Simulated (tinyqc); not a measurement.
Incorporation against temperature: precursor delivery by bubblers, mass-transport growth and the solid composition of a III-V alloy. Computed by tinyqc, a small Python program. Command: `OMP_NUM_THREADS=1 python tinyqc.py 3030232 3030233 out.jsonl movpe_thermo walk`. One thread of a shared host (Intel(R) Xeon(R) Processor @ 2.30GHz), about 0.01 s of CPU time with the checks.

1 sccm = 44.615 micromol/min; 1 torr = 133.322 Pa. The sources decompose fully at the surface.

Inputs (values chosen for the exercise, modelled on trimethylgallium (source 1) and trimethylindium (source 2) for the vapour pressures):

| quantity | value | unit |
|---|---|---|
| bath temperature T1 | 260 | K |
| bath temperature T2 | 301 | K |
| bubbler pressure p_b | 760 | torr |
| carrier flow F1 | 6.1 | sccm |
| carrier flow F2 | 43 | sccm |
| total flow F_t | 3.4 | slm |
| group-V flow F_V | 21 | sccm |
| reactor pressure p | 40 | torr |
| growth temperature T | 830 | K |
| diffusivity at 273 K and 760 torr | 0.47 | cm^2/s |
| flow cross-section A | 78 | cm^2 |
| distance from the leading edge z | 9.1 | cm |
| lattice constant a | 5.53 | angstrom |
| interaction L0 of the solid | 20.5 | kJ/mol |
| log10 of p_B,eq over pure BC at 1000 K and 1 torr of group V (exaggerated: liquid indium has about -4.1) | -3.9 | log10 torr |
| enthalpy of that equilibrium H | 341 | kJ/mol |

Alloy: mixing on the group-III sites, with desorption of B.

constants a, b of source 1 (log10 torr, K): 8.047  1703

constants a, b of source 2 (log10 torr, K): 10.51  3014

Constants: k_B = 1.380649e-23 J/K; R = 8.314462618 J/(mol K).

Method:
- log10 p_v = a - b/T_bath; molar flow = F x 44.615 x p_v/(p_b - p_v) for a saturated bubbler.
- p_i = p n_i/(44615 F_t), F_t in slm; p_V = p F_V/(1000 F_t), counted per molecule supplied; V/III = 44.615 F_V/(n1 + n2); vapour fraction of source 2 = n2/(n1 + n2).
- Mean velocity u = (F_t/A)(760/p)(T/273); D = D0 (T/273)^1.75 (760/p); boundary layer delta = sqrt(pi D z/u); flux = D dp/(delta k_B T); growth rate = flux x a^3/4.
- A sticks fully. B desorbs: its surface pressure is p_B* = x gamma_B K/sqrt(p_V), ln gamma_B = L0 (1 - x)^2/(R T), K = 10^(log10 K at 1000 K) exp[-(H/R)(1/T - 1/1000)], p_V in torr. With equal diffusivities x = (p_2 - p_B*)/(p_1 + p_2 - p_B*). Growth rate = rate per torr x p_1/(1 - x).

p_2 = 0.00209770 torr

K/sqrt(p_V) = 5.69413e-08 torr

p_V = 0.247059 torr

vapour fraction of source 2 = 0.404102

p_1 = 0.00309332 torr

At fixed flows:

| T (K) | K/sqrt(p_V) (torr) | x | share of B incorporated, 1 - p_B*/p_2 |
|---|---|---|---|
| 917 | 6.1862e-06 | 0.40336 | 0.99690 |
| 958 | 4.1948e-05 | 0.39919 | 0.97979 |
| 995 | 2.0611e-04 | 0.37985 | 0.90321 |
| 1023 | 6.3688e-04 | 0.32315 | 0.70403 |
| 1054 | 2.0709e-03 | 0.13559 | 0.23132 |
| 1085 | 6.2948e-03 | 0.03835 | 0.05881 |
| 1121 | 2.1192e-02 | 0.01134 | 0.01691 |
| 1172 | 1.0414e-01 | 0.00247 | 0.00366 |

What does the comparison show, and why?

x equals the vapour fraction 0.404 while gamma_B K/sqrt(p_V) is small against p_1 + p_2 = 0.0052 torr and falls once it is not. Between the last rows the apparent energy R d ln x/d(1/T) is 326 kJ/mol, against H = 341. Caution: the boundary layer is a quarter or more of the root of the cross-section, so it fills much of the channel and depletion along the flow matters. Caution: x lies inside the spinodal of the bulk alloy, 2 L0 x (1 - x) > R T; only kinetics or coherency strain keep such a layer uniform. Caution: rows with 2 L0 x (1 - x) > R T lie inside the spinodal of the bulk alloy.

Extremes, crossings and ranges named in words are read from the listed rows.
